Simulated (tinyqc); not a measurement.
Lattice vibrations of a chain, step by step. One step of it, computed by the program tinyqc.

Question. Frequencies. omega^2 are the eigenvalues; wavenumber = 521.4708 sqrt(eigenvalue) 1/cm.

D(q) (eV/(angstrom^2 u)):
$$\begin{pmatrix}
0.620915 & -0.460407 & 0.000000 & -1.458607+1.369723i \\
-0.460407 & 0.798956 & -0.065836 & 0.000000 \\
0.000000 & -0.065836 & 0.096037 & -0.239091 \\
-1.458607-1.369723i & 0.000000 & -0.239091 & 13.625000
\end{pmatrix}$$

Give: eigenvalues; wavenumbers; weights |e|^2 of the mass-weighted modes.

Answer.

eigenvalues: [0.004, 0.131, 1.076, 13.930]

wavenumbers (1/cm): [33.0, 188.7, 540.8, 1946.3]

weights |e|^2 of the mass-weighted modes, order atom 1, atom 2, atom 3, atom 4:
$$\begin{pmatrix}
0.471 & 0.249 & 0.258 & 0.022 \\
0.195 & 0.072 & 0.733 & 0.000 \\
0.322 & 0.676 & 0.002 & 0.000 \\
0.012 & 0.004 & 0.007 & 0.978
\end{pmatrix}$$
